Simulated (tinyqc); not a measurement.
Thin-body transistor below threshold, two-dimensional Poisson equation on a small mesh: two steps of the calculation.

A thin body on a thick buried insulator of low permittivity, taken as carrying no normal field at the bottom of the body (row 0). Mobile charge is neglected (subthreshold), the body is fully depleted, and potentials are counted from the intrinsic level; rows run upward to the gate, columns from source to drain.

Inputs (values chosen for the exercise):

| symbol | value | unit | meaning |
|---|---|---|---|
| T | 250 | K | temperature |
| Vbi | 0.58 | V | potential of the source |

Constants: q = 1.602176634e-19 C, kB = 1.380649e-23 J/K, Vt = kB T/q. Results are converted to the units shown.

Problem 1. Jacobi sweep. Free nodes: rows 0..3, columns 1..4, taken row by row from row 0, left to right. t = (up psi(above) + dn psi(below) + lat [psi(left) + psi(right)] + s)/(up + dn + 2 lat), with all neighbours from the previous sweep; psi(new) = t.

psi at the start (fixed values on the edges, free nodes linear between source and drain columns) (V):
```
             j=0        j=1        j=2        j=3        j=4        j=5
row 0  0.5800000  0.7800000  0.9800000  1.1800000  1.3800000  1.5800000
row 1  0.5800000  0.7800000  0.9800000  1.1800000  1.3800000  1.5800000
row 2  0.5800000  0.7800000  0.9800000  1.1800000  1.3800000  1.5800000
row 3  0.3100000  0.4100000  0.5100000  0.6100000  0.7100000  0.8100000
row 4  0.0400000  0.0400000  0.0400000  0.0400000  0.0400000  0.0400000
```

up, row 0 to 3: [33.133333, 33.133333, 31.5, 31.5]
dn, row 0 to 3: [0, 33.133333, 33.133333, 31.5]
lat, row 0 to 3: [3.0428571, 6.0857143, 4.3285714, 2.5714286]
s, row 0 to 3 (V): [-0.37999769, -0.75999538, -0.37999769, 0]

Find: psi after iteration 1.

Solution 1.

psi after iteration 1 (V):
```
         j=0    j=1    j=2    j=3    j=4    j=5
row 0  0.580  0.770  0.970  1.170  1.370  1.580
row 1  0.580  0.770  0.970  1.170  1.370  1.580
row 2  0.580  0.616  0.773  0.930  1.087  1.580
row 3  0.310  0.410  0.510  0.610  0.710  0.810
row 4  0.040  0.040  0.040  0.040  0.040  0.040
```

Problem 2. Barrier, swing and barrier lowering. The barrier is read along row 0, the path farthest from the gate. Take the node j of lowest psi: barrier Vbi - psi_j; swing Vt ln 10/(d psi_j/dVg); DIBL = (d psi_j/dVd)/(d psi_j/dVg). The derivatives solve the same equations with s = 0 and a unit change of that voltage.

converged psi (V):
```
             j=0        j=1        j=2        j=3        j=4        j=5
row 0  0.5800000  0.2362047  0.1381647  0.2484500  0.6563855  1.5800000
row 1  0.5800000  0.2251040  0.1305015  0.2325835  0.6204960  1.5800000
row 2  0.5800000  0.1891319  0.1096501  0.1871551  0.5025577  1.5800000
row 3  0.3100000  0.1205688  0.0782085  0.1187438  0.2858519  0.8100000
row 4  0.0400000  0.0400000  0.0400000  0.0400000  0.0400000  0.0400000
```

d psi/dVg on row 0: j=0 0.00000000, j=1 0.53016572, j=2 0.74613016, j=3 0.74613016, j=4 0.53016572, j=5 0.00000000
d psi/dVd on row 0: j=0 0.0000000, j=1 0.0248267, j=2 0.0717923, j=3 0.1820776, j=4 0.4450076, j=5 1.0000000

Give: j; barrier; swing; DIBL.

Solution 2.

j = 2
barrier = 0.4418 V
swing = 66.48 mV/decade
DIBL = 96.22 mV/V

Computed by the program tinyqc: `OMP_NUM_THREADS=1 python tinyqc.py 2480093 2480094 out.jsonl`, one thread of a shared Intel Xeon 2.30GHz, about 0.09 s for the whole run.
